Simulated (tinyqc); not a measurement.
MOSFET in saturation, small-signal circuit and noise: effect of the overlap and fringe capacitance per side on speed and noise.

Bias by the inversion coefficient IC = I/Ispec (charge-based model with velocity saturation; weak inversion below 0.1, strong above 10). Common-source circuit: gm, gds, Cgs, Cgd and Cj at the inner nodes, Rg in series with the gate; quasi-static, no source or drain resistance, no gate-body capacitance, no substrate network, no induced gate noise, so fmax is an upper estimate.

Ispec = 2 n mu Cox (W/L) Vt^2, lc = Ls/L, gms = [sqrt((lc IC + 1)^2 + 4 IC) - 1]/[2 + lc (lc IC + 1)], gm = gms Ispec/(n Vt), gds = sg gm. qs = [sqrt(1 + 4 IC) - 1]/2, Cgs = Cox W L qs (2 qs + 3)/(3 (qs + 1)^2) + Cov W, Cgd = Cov W, Cd = Cj W, Rg = Rsh (Wf/L)/(12 Nf) + Rc/W with Nf = W/Wf fingers (not rounded) contacted at both ends. fT = gm/(2 pi (Cgs + Cgd)), fmax = fT/(2 sqrt(Rg (gds + 2 pi fT Cgd))). Channel noise Sid = 4 kB T gam n gm with gam = (1/2 + (2/3) qs)/(1 + qs) + gw lc IC, qs = [sqrt(1 + 4 IC) - 1]/2, lc = Ls/L (the last term an empirical rise with velocity saturation); at the gate, white noise Sw = Sid/gm^2 + 4 kB T Rg. Number fluctuation with correlated mobility: S(f) = K/f, K = q^2 Vt lt Nt/(W L Cox^2) (1 + ac mu Cox I/gm)^2, Vt in eV with Nt per eV. Corner fc = K/Sw. IC is held fixed.

Values chosen for this exercise: temperature T = 300 K; gate length L = 350 nm; total gate width W = 80 um; gate capacitance Cox = 2 uF/cm^2; mobility mu = 180 cm^2/(V s); slope factor n = 1.33; velocity-saturation length Ls = 10 nm; ratio gds/gm sg = 0.0091; drain junction capacitance Cj = 0.49 fF/um; sheet resistance of the gate Rsh = 10 ohm; finger width Wf = 4 um; gate contact and vertical resistance Rc = 200 ohm um; inversion coefficient IC = 3; short-channel excess of the noise factor gw = 0.07; oxide trap density Nt = 1.6e18 cm^-3 eV^-1; tunnelling length into the oxide lt = 0.1 nm; Coulomb scattering coefficient ac = 0 V s/C.

Constants: q = 1.602176634e-19 C, kB = 1.380649e-23 J/K, Vt = kB T/q. Results are converted to the units shown.

The same in every row: I (uA) = 438.85; Rg (ohm) = 2.9762; sqrt(Sw) (nV/Hz^0.5) = 1.5653; fc (MHz) = 3.8694.

Result of one run:

| fT (GHz) | fmax (GHz) |
|---|---|
| 3.3082 | 83.051 |

Which overlap and fringe capacitance per side Cov gave this result: 0.05, 0.15, 0.25, 0.45 or 0.55 fF/um?

Cov = 0.05 fF/um.

The whole series:

| Cov (fF/um) | fT (GHz) | fmax (GHz) |
|---|---|---|
| 0.05 | 3.3082 | 83.051 |
| 0.15 | 3.1199 | 53.527 |
| 0.25 | 2.9518 | 41.692 |
| 0.35 | 2.8010 | 34.841 |
| 0.45 | 2.6648 | 30.226 |
| 0.55 | 2.5412 | 26.846 |
| 0.65 | 2.4286 | 24.234 |

As Cov goes from 0.05 to 0.65 fF/um, fT falls from 3.31 to 2.43 GHz, fmax falls from 83.1 to 24.2 GHz, the white noise stays at 1.57 nV/Hz^0.5 and the corner stays at 3.87 MHz. In every row fmax exceeds 4 fT, where channel resistance and substrate losses, left out here, would cap it.

Computed by the program tinyqc: `OMP_NUM_THREADS=1 python tinyqc.py 2150029 2150030 out.jsonl`, one thread of a shared Intel Xeon 2.30GHz, about 0.01 s for the whole run.
